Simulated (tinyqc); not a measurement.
Changing the unstable fault energy gamma_us: straight dislocations in isotropic elasticity: fields, energies, partials, Peierls stress and walls. Computed by tinyqc, a small Python program. Command: `OMP_NUM_THREADS=1 python tinyqc.py 3030097 3030098 out.jsonl disloc sweep`. One thread of a shared host (Intel(R) Xeon(R) Processor @ 2.30GHz), about 0.01 s of CPU time with the checks.

The line runs along z, the glide plane is y = 0, and beta is the angle between b and the line (0 screw, 90 degrees edge): b_e = b sin(beta) along +x with the extra half plane at y > 0, b_s = b cos(beta). Stress is positive in tension.

Inputs (values chosen for the exercise, modelled on germanium):
```
quantity,value,unit
shear modulus G,56.2,GPa
Poisson ratio nu,0.2,-
Burgers vector b,4,angstrom
dislocation density rho,2.2e+12,1/m^2
core radius r0/b,2,-
```

Character: edge.

Constants: 1 eV/angstrom^3 = 160.2176634 GPa.

Method:
- Energy factor K = G [cos^2(beta) + sin^2(beta)/(1 - nu)].
- E = K b^2/(4 pi) ln(R/r0) with R = 1/(2 sqrt(rho)); tension T = E + d^2E/d(beta)^2 = G b^2 [1 + nu - 3 nu sin^2(beta)]/(4 pi (1 - nu)) ln(R/r0). The core energy is taken into r0.
- Misfit energy gamma(u) = (gamma_us/2)(1 - cos(2 pi u/b)), so the largest restoring stress is tau_max = pi gamma_us/b; u(x) = b/2 + (b/pi) arctan(x/zeta), zeta = K b/(4 pi tau_max). Summing the misfit energy over atomic rows a' apart gives, for a wide core, W_P = (K b^2/pi) exp(-2 pi zeta/a') and sigma_P = (K b/a') exp(-2 pi zeta/a'); a' = b/2 for edge and 30-degree lines, b sqrt(3)/2 for screw and 60-degree lines.

One run for each value:
```
unstable fault energy gamma_us (mJ/m^2),half width zeta (angstrom),Peierls stress sigma_P (MPa),Peierls barrier W_P (meV/nm),tau_max (GPa)
684,4.162,2.941e-01,4.675e-02,5.37
860,3.311,4.273e+00,6.792e-01,6.75
1080,2.636,3.555e+01,5.651e+00,8.48
1360,2.093,1.956e+02,3.109e+01,10.68
1710,1.665,7.516e+02,1.195e+02,13.43
2150,1.324,2.192e+03,3.484e+02,16.89
2700,1.054,5.116e+03,8.132e+02,21.21
3400,0.837,1.012e+04,1.608e+03,26.70
4280,0.665,1.738e+04,2.762e+03,33.62
```

Describe and explain the trends.

Over the rows, half width zeta (angstrom) falls from 4.16 to 0.665 (exponent d ln y / d ln x about -1.0 throughout); Peierls stress sigma_P (MPa) rises from 0.294 to 17400 (exponent d ln y / d ln x 12 between the first rows and 2.3 between the last); Peierls barrier W_P (meV/nm) rises from 0.0467 to 2760 (exponent d ln y / d ln x 12 between the first rows and 2.3 between the last). The exponent of half width zeta stays at -1: a stiffer glide plane narrows the core. sigma_P spans 4.8 decades while gamma_us changes by a factor 6.3: the width sits in an exponent. Stiff directional bonds give narrow cores and hard crystals.

Caution (all rows): in covalent crystals lines are dissociated and reconstructed and move by kinks, so this sinusoidal model gives only the trend. Caution (rows 3400, 4280): for a core this narrow higher harmonics of the row sum matter and the wide-core formula is rough.

Extremes, crossings and ranges named in words are read from the listed rows.
